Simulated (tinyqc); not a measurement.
Elastic strain and critical thickness of a cubic alloy layer A(1-x)B(x) on a thick substrate. Changing the layer thickness h. Computed by tinyqc, a small Python program. Command: `OMP_NUM_THREADS=1 python tinyqc.py 3031081 3031082 out.jsonl misfit sweep`. One thread of a shared host (Intel(R) Xeon(R) Processor @ 2.30GHz), about 0.01 s of CPU time with the checks.

Strain is positive in tension. The layer is coherent with the substrate unless said otherwise.

Inputs (values chosen for the exercise, modelled on GaAs(1-x)Sb(x) on GaAs): fraction x of B = 0.29; lattice constant a_A = 5.653 angstrom; lattice constant a_B = 6.096 angstrom; substrate lattice constant a_S = 5.653 angstrom; start of the iteration h0/b = 1000.

Growth plane: (001). Layer: uncapped. Misfit dislocation: edge.

C11, C12, C44 of A (GPa): [121, 53.23, 58.8]

C11, C12, C44 of B (GPa): [89, 41.06, 42.77]

Method:
- a = (1 - x) a_A + x a_B, the same rule for each C_ij; misfit f = (a_S - a)/a, the in-plane strain of the coherent layer.
- (001): D = 2 C12/C11, M = C11 + C12 - 2 C12^2/C11. The free surface carries no normal stress, so e_perp = -D f; dV/V = 2 f + e_perp; stress = M f; energy per area = M f^2 h (1 GPa nm = 1 J/m^2).
- Voigt averages: G = (C11 - C12 + 3 C44)/5, B = (C11 + 2 C12)/3, nu = (3 B - 2 G)/(2 (3 B + G)); b = a/sqrt(2). Edge dislocation with b in the interface: cos alpha = 0, cos lambda = 1.
- Matthews-Blakeslee: h_c = A [ln(h_c/b) + 1], A = b (1 - nu cos^2 alpha)/(8 pi |f| (1 + nu) cos lambda), the factor 8 pi being that of an uncapped layer.
- Start at h0, put the right side back in, and stop when the change is below 1e-9 h or h turns negative.
- For h > h_c the same force balance gives the strain left, |e| = |f| A [ln(h/b) + 1]/h, and below h_c e = f; relaxation = 1 - e/f; dislocations per length across each line direction = (|f| - |e|)/(b cos lambda).

One run for each value; columns: (1) layer thickness h (nm); (2) strain left e; (3) relaxation (%); (4) dislocation line density (1/micrometre); (5) strain energy per area (J/m^2):
```
(1)         (2)     (3)     (4)         (5)
2     -0.017014  23.433  12.737  1.1574e-01
4.3   -0.010254  53.853  29.272  2.4884e-01
9.3   -0.005832  73.755  40.089  5.3819e-01
20    -0.003215  85.530  46.490  1.1574e+00
43    -0.001730  92.216  50.124  2.4884e+00
93    -0.000909  95.910  52.132  5.3819e+00
200   -0.000473  97.872  53.198  1.1574e+01
430   -0.000243  98.905  53.760  2.4884e+01
930   -0.000123  99.445  54.053  5.3819e+01
2000  -0.000062  99.719  54.202  1.1574e+02
```

Over the rows, strain left e rises from -0.0170 to -6.24e-5 (exponent d ln y / d ln x -0.66 between the first rows and -0.89 between the last); relaxation (%) rises from 23.4 to 99.7 (exponent d ln y / d ln x 1.1 between the first rows and 0.0036 between the last); dislocation line density (1/micrometre) rises from 12.7 to 54.2 (exponent d ln y / d ln x 1.1 between the first rows and 0.0036 between the last). The exponent of strain energy per area stays at 1: the energy density is uniform. The energy column is that of the coherent layer.

Caution (all rows): above about 2 % misfit, linear elasticity is rough and compressed layers tend to form islands before dislocations. Caution (all rows): an edge dislocation with b in the interface cannot reach it by glide, so the force balance is formal for it. Caution (all rows): a critical thickness of a few Burgers vectors is outside continuum elasticity and hangs on the core term.

Extremes, crossings and ranges named in words are read from the listed rows.
